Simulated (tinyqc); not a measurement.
# Worked calculation: van der Pauw, Hall and four-point-probe measurements on a doped layer

tinyqc, about 0.01 s, one thread, Intel Xeon 2.30GHz (shared host): `OMP_NUM_THREADS=1 python tinyqc.py 2850169 2850170 out.jsonl` Printed values are rounded.

A uniform n-type layer with sheet resistance Rs = 1/(q ns mu), point contacts, low field (mu B small).

Parameters, values chosen for the exercise: sheet density of the layer ns = 3.3e14 cm^-2; drift mobility mu = 160 cm^2/(V s); Hall factor rH = 0.8; magnetic field B = 1 T; current I = 50 uA; side ratio a/b of a rectangular sample with corner contacts ar = 1.85; thickness of the layer t = 1900 nm.

Constants: q = 1.602176634e-19 C. Results are converted to the units shown.

## Resistances and Hall voltage

Rs = 1/(q ns mu). For a rectangle with contacts at the corners, RA = (8 Rs/pi) sum_(k>=0) ln coth((2k + 1) pi a/(2 b)) with current along a short side b and voltage along the opposite one, RB the same with a and b exchanged; Hall voltage VH = rH B I/(q ns), negative for electrons.

Rs = 118.210 ohm/square
RA = 1.80109 ohm
RB = 115.260 ohm
VH = -0.0756547 mV

RB/RA = 64.0; for a square both equal Rs ln 2/pi = 26.1 ohm.

## Starting value

z = 2 ln 2/(pi (RA + RB)), exact for RA = RB.

z at the start = 3.76958 mS

## Iteration 1: new z

The van der Pauw equation exp(-pi RA z) + exp(-pi RB z) = 1 is solved for z = 1/Rs: e1 = exp(-pi RA z), e2 = exp(-pi RB z), f = e1 + e2 - 1, f' = -pi (RA e1 + RB e2), z(new) = z - f/f'.

e1 = 0.978897
e2 = 0.255390
f = 0.234286
f' = -0.0980155 kohm
z after iteration 1 = 6.15988 mS

## Iteration 2: new z

As before.

e1 = 0.965746
e2 = 0.107476
f = 0.0732216
f' = -0.0443814 kohm
z after iteration 2 = 7.80970 mS

## Iteration 3: new z

As before.

e1 = 0.956773
e2 = 0.0591372
f = 0.0159098
f' = -0.0268273 kohm
z after iteration 3 = 8.40275 mS

## Course of the iteration

Stop when the step is below 1e-10 mS, or after 40 iterations.

Course of the iteration:
```
iteration,z before the step (mS),step (mS)
1,3.76958,2.39
2,6.15988,1.65
3,7.80970,0.593
4,8.40275,0.0563
5,8.45905,4.43e-4
6,8.45949,2.71e-8
7,8.45949,0
```

Converged in 7 iterations.

## Sheet density, mobility and bulk values

converged z = 8.45949 mS

Rs = 1/z; Hall sheet density B I/(q |VH|); Hall mobility |VH|/(Rs B I); true values ns = rH times the Hall density, mu = Hall mobility/rH; bulk density ns/t, resistivity Rs t; correction factor F = Rs/[(pi/ln 2)(RA + RB)/2].

Rs = 118.210 ohm/square
Hall sheet density = 4.125e14 cm^-2
Hall mobility = 128 cm^2/(V s)
ns = 3.3e14 cm^-2
mu = 160 cm^2/(V s)
bulk density = 1.73684e18 cm^-3
resistivity = 0.0224600 ohm cm
F = 0.445603

Taking the mean of RA and RB without F would overstate Rs by 120 %.
